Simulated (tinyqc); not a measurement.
Worked calculation: CIS on RHF in the 6-31g basis, for H2, spin multiplicity 1. Computed by tinyqc, a small Python program that keeps every step (integrals from PySCF). Settings: charge = 0, multiplicity = 1, basis = 6-31g, method = RHF, energy threshold = 1e-10, iteration cap = 82, orthogonalisation = symmetric, start = atomic densities, DIIS depth = 6. Command: `OMP_NUM_THREADS=1 python tinyqc.py 22813 22814 out.jsonl` (the two numbers bound the seeds that draw the settings). One thread of a shared host (Intel(R) Xeon(R) Processor @ 2.60GHz), about 0.05 s of CPU time with the checks. The early iterations of the SCF are left out here.

## One-electron integrals

Geometry (angstrom):
```
atom         x         y         z
H     0.000000  0.000000  0.000000
H     0.000000  0.000000  1.026000
```

Basis 6-31g: exponents (1/bohr^2) and contraction coefficients of normalised primitives:
```
element  l (shell)   exponent  coefficient
H            s (1)  18.731137     0.033495
H            s (1)   2.825394     0.234727
H            s (1)   0.640122     0.813757
H            s (2)   0.161278     1.000000
```

Overlap, kinetic and nuclear-attraction integrals over the contracted functions; the nuclear repulsion is the sum of Za Zb / Rab.

nuclear repulsion = 0.51576726 hartree

overlap S, lower triangle:
```
          1H 1s     1H 2s     2H 1s     2H 2s
1H 1s  1.000000
1H 2s  0.658292  1.000000
2H 1s  0.236957  0.401674  1.000000
2H 2s  0.401674  0.738499  0.658292  1.000000
```

kinetic energy T (hartree), lower triangle:
```
          1H 1s     1H 2s     2H 1s     2H 2s
1H 1s  1.395678
1H 2s  0.259735  0.241917
2H 1s  0.015948  0.105999  1.395678
2H 2s  0.105999  0.142551  0.259735  0.241917
```

nuclear attraction V (hartree), lower triangle:
```
           1H 1s      1H 2s      2H 1s      2H 2s
1H 1s  -2.168343
1H 2s  -1.077586  -1.095033
2H 1s  -0.457609  -0.677591  -2.168343
2H 2s  -0.677591  -0.858998  -1.077586  -1.095033
```

core Hamiltonian H = T + V (hartree), lower triangle:
```
           1H 1s      1H 2s      2H 1s      2H 2s
1H 1s  -0.772664
1H 2s  -0.817851  -0.853116
2H 1s  -0.441662  -0.571592  -0.772664
2H 2s  -0.571592  -0.716448  -0.817851  -0.853116
```

## Two-electron integrals

Functions are numbered as in S; the eight-fold symmetry (ij|kl) = (ji|kl) = (kl|ij) leaves the list below.

Two-electron integrals (ij|kl) in chemists' order, unique and non-zero (hartree):
```
(11|11) 1.076566   (21|11) 0.578470   (21|21) 0.329423   (22|11) 0.587396
(22|21) 0.361304   (22|22) 0.453150   (31|11) 0.190126   (31|21) 0.111095
(31|22) 0.126216   (31|31) 0.052160   (32|11) 0.230007   (32|21) 0.143560
(32|22) 0.183261   (32|31) 0.073610   (32|32) 0.121549   (33|11) 0.507705
(33|21) 0.325881   (33|22) 0.436342   (33|31) 0.190126   (33|32) 0.343098
(33|33) 1.076566   (41|11) 0.343098   (41|21) 0.196666   (41|22) 0.217942
(41|31) 0.073610   (41|32) 0.097944   (41|33) 0.230007   (41|41) 0.121549
(42|11) 0.399509   (42|21) 0.248223   (42|22) 0.318485   (42|31) 0.100746
(42|32) 0.157724   (42|33) 0.399509   (42|41) 0.157724   (42|42) 0.247139
(43|11) 0.325881   (43|21) 0.207671   (43|22) 0.277428   (43|31) 0.111095
(43|32) 0.196666   (43|33) 0.578470   (43|41) 0.143560   (43|42) 0.248223
(43|43) 0.329423   (44|11) 0.436342   (44|21) 0.277428   (44|22) 0.376082
(44|31) 0.126216   (44|32) 0.217942   (44|33) 0.587396   (44|41) 0.183261
(44|42) 0.318485   (44|43) 0.361304   (44|44) 0.453150
```

## Orthogonalisation

S = U s U^T; symmetric (Loewdin) form X = U s^(-1/2) U^T, so that X^T S X = 1.

eigenvalues of S: 0.153470  0.398501  0.871074  2.576954

X, lower triangle:
```
           1H 1s      1H 2s      2H 1s     2H 2s
1H 1s   1.254301
1H 2s  -0.498675   1.661264
2H 1s  -0.040132   0.031000   1.254301
2H 2s   0.031000  -0.668383  -0.498675  1.661264
```

## Iteration 5 (converged): orbitals

converged F (hartree), lower triangle:
```
           1H 1s      1H 2s      2H 1s      2H 2s
1H 1s   0.094286
1H 2s  -0.424172  -0.309645
2H 1s  -0.403849  -0.411456   0.094286
2H 2s  -0.411456  -0.359449  -0.424172  -0.309645
```

Diagonalise F' = X^T F X, C = X C', fill 1 alpha and 1 beta electrons from the bottom; D = 2 C_occ C_occ^T. Each column has its largest component positive (the first on a tie).

F' = X^T F X (hartree), lower triangle:
```
           1          2          3         4
1   0.606181
2  -0.574288   0.245085
3  -0.259885  -0.129380   0.606181
4  -0.129380  -0.196354  -0.574288  0.245085
```

orbital energies (hartree): MO1 -0.521711, MO2 0.160782, MO3 0.916738, MO4 1.146722

coefficients C:
```
            MO1        MO2        MO3        MO4
1H 1s  0.283771   0.171570   0.875179  -0.973971
1H 2s  0.337125   1.193431  -0.699008   1.195671
2H 1s  0.283771  -0.171570   0.875179   0.973971
2H 2s  0.337125  -1.193431  -0.699008  -1.195671
```

D after iteration 5, lower triangle:
```
          1H 1s     1H 2s     2H 1s     2H 2s
1H 1s  0.161052
1H 2s  0.191333  0.227307
2H 1s  0.161052  0.191333  0.161052
2H 2s  0.191333  0.227307  0.191333  0.227307
```

## Convergence

Stop when the energy changes by less than 1e-10 hartree and every element of the error matrix X^T (F D S - S D F) X is below 3e-06.

Course of the cycle:
```
iteration  E (hartree)     change  largest element of the error matrix
1          -0.74755108          -                             9.81e-02
2          -1.08973948  -3.42e-01                             1.21e-02
3          -1.08996960  -2.30e-04                             2.35e-03
4          -1.08997869  -9.09e-06                             3.35e-07
5          -1.08997869  -1.56e-13                             1.29e-07
```

PySCF RHF in the same basis = -1.08997869 hartree

Converged in 5 iterations.

## Integrals over molecular orbitals

(pq|rs) = sum C_ip C_jq C_kr C_ls (ij|kl), one index at a time.

one-electron integrals over orbitals h = C^T H C (hartree), lower triangle:
```
           1          2         3         4
1  -1.084034
2   0.000000  -0.610487
3  -0.132092   0.000000  0.005994
4   0.000000   0.192039  0.000000  0.128365
```

Two-electron integrals over orbitals (pq|rs), unique and non-zero (hartree):
```
(11|11) 0.562323    (21|21) 0.109003    (22|11) 0.440136    (22|22) 0.401647
(31|11) 0.132092    (31|22) 0.068927    (31|31) 0.093114    (32|21) 0.011778
(32|32) 0.037867    (33|11) 0.501929    (33|22) 0.403212    (33|31) 0.118252
(33|33) 0.473099    (41|21) -0.080335   (41|32) -0.049934   (41|41) 0.108723
(42|11) -0.136187   (42|22) -0.073045   (42|31) -0.080909   (42|33) -0.119122
(42|42) 0.082573    (43|21) -0.121330   (43|32) -0.039500   (43|41) 0.124755
(43|43) 0.174895    (44|11) 0.563540    (44|22) 0.447784    (44|31) 0.168133
(44|33) 0.529537    (44|42) -0.161498   (44|44) 0.623835
```

## CIS matrix, singlets

A(ia,jb) = (e_a - e_i) d_ij d_ab + 2 (ia|jb) - (ij|ab).

CIS matrix A, singlet (hartree), lower triangle:
```
           1>2       1>3       1>4
1>2   0.460364
1>3   0.000000  1.122749
1>4  -0.024483  0.000000  1.322340
```

## CIS singlet states

dipole integrals <i|r|a> (bohr):
```
            x         y          z
1>2  0.000000  0.000000  -1.243113
1>3  0.000000  0.000000   0.000000
1>4  0.000000  0.000000   0.067091
```

Diagonalise A (1 hartree = 27.211386 eV); each vector has its largest component positive (the first on a tie). The transition dipole is mu = sqrt2 sum c_ia <i|r|a>.

singlet excitation energies (eV): 12.508222  30.551548  36.001600

lowest vectors:
```
      state 1   state 2    state 3
1>2  0.999598  0.000000  -0.028369
1>3  0.000000  1.000000   0.000000
1>4  0.028369  0.000000   0.999598
```

oscillator strengths 2/3 w |mu|^2: 0.943461  0.000000  0.018472

## CIS matrix, triplets

A(ia,jb) = (e_a - e_i) d_ij d_ab - (ij|ab).

CIS matrix A, triplet (hartree), lower triangle:
```
          1>2       1>3       1>4
1>2  0.242357
1>3  0.000000  0.936520
1>4  0.136187  0.000000  1.104894
```

## CIS triplet states

Diagonalise A (1 hartree = 27.211386 eV); each vector has its largest component positive (the first on a tie).

triplet excitation energies (eV): 6.023647  25.484016  30.636912

lowest vectors:
```
       state 1   state 2   state 3
1>2   0.988328  0.000000  0.152341
1>3   0.000000  1.000000  0.000000
1>4  -0.152341  0.000000  0.988328
```
